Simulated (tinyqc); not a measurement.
From results back to parameters: configuration-coordinate model of carrier capture at a defect. Two cases, with inputs chosen for the exercise.

Problem. For two parabolas of equal curvature the ionisation peak lies at ET + ER, the emission barrier is (ER + ET)^2/(4 ER), and the standard deviation of the band at T = 0 is sqrt(ER hw). The values come from hidden ET, ER and hw.

Find: ET, ER, hw; capture barrier.

Method. ER is the squared peak energy over four times the emission barrier; ET is the rest, hw = variance/ER, and the capture barrier is the emission barrier less ET.

Case 1.

ionisation peak = 1.9700 eV
emission barrier = 0.735019 eV
standard deviation at T = 0 = 0.238244 eV

Solution.

ET, ER, hw (eV): 0.650  1.320  0.043

capture barrier = 0.085 eV

Case 2.

ionisation peak = 0.4500 eV
emission barrier = 0.241071 eV
standard deviation at T = 0 = 0.091652 eV

Solution.

ET, ER, hw (eV): 0.240  0.210  0.040

capture barrier = 0.001 eV

Computed by tinyqc, one run a case: `OMP_NUM_THREADS=1 python tinyqc.py N N+1 out.jsonl` with N = 1482654, 1482682; one thread of a shared Intel(R) Xeon(R) Processor @ 2.30GHz, about 0.01 s a run at most.
